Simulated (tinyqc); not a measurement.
What each parameter does: coherent potential approximation for a binary alloy with a semi-elliptic band.

Site levels eA = -x d (share 1 - x) and eB = (1 - x) d (share x), so that their mean, the virtual crystal, is 0. Pure band: G0(z) = 2 (z - sqrt(z - W) sqrt(z + W))/W^2 with principal roots, density -Im G/pi per site. The medium has a self-energy S(z), G = G0(z - S), z = E + i eta. t_i = (e_i - S)/(1 - (e_i - S) G); the CPA demands <t> = (1 - x) tA + x tB = 0. Iteration: start at S = 0, set S(new) = S + <t>/(1 + <t> G), stop when |<t>| < 1e-9 eV.

Values chosen for the exercise:

| symbol | value | unit | meaning |
|---|---|---|---|
| W | 3.6 | eV | half width of the pure band |
| x | 0.3 |  | fraction of B |
| d | 1.58 | eV | eB - eA |
| eta | 0.072 | eV | broadening |
| E | -1.53 | eV | energy |

Converged values at E.

One parameter was then changed.

Results before and after:

| case | Re S (eV) | Im S (eV) | density (1/eV) |
|---|---|---|---|
| base | -0.1615 | -0.1713 | 0.1521 |
| changed | -0.1575 | -0.1697 | 0.1489 |

Which of these changes was made? (a) E = -1.17 eV; (b) d = 1.738 eV; (c) eta = 0.144 eV; (d) W = 3.96 eV; (e) x = 0.35.

Answer: (c) eta = 0.144 eV. Of the candidates, run in turn, only this one gives the changed row.

All candidates:

| case | Re S (eV) | Im S (eV) | density (1/eV) |
|---|---|---|---|
| base | -0.1615 | -0.1713 | 0.1521 |
| W = 3.96 eV | -0.1426 | -0.1705 | 0.1411 |
| x = 0.35 | -0.1745 | -0.2031 | 0.1510 |
| d = 1.738 eV | -0.1963 | -0.1968 | 0.1517 |
| eta = 0.144 eV | -0.1575 | -0.1697 | 0.1489 |
| E = -1.17 eV | -0.1528 | -0.1918 | 0.1572 |

Run: tinyqc, `OMP_NUM_THREADS=1 python tinyqc.py 1482286 1482287 out.jsonl`; Intel(R) Xeon(R) Processor @ 2.30GHz, one thread, shared host; about 0.01 s of CPU time with all checks.
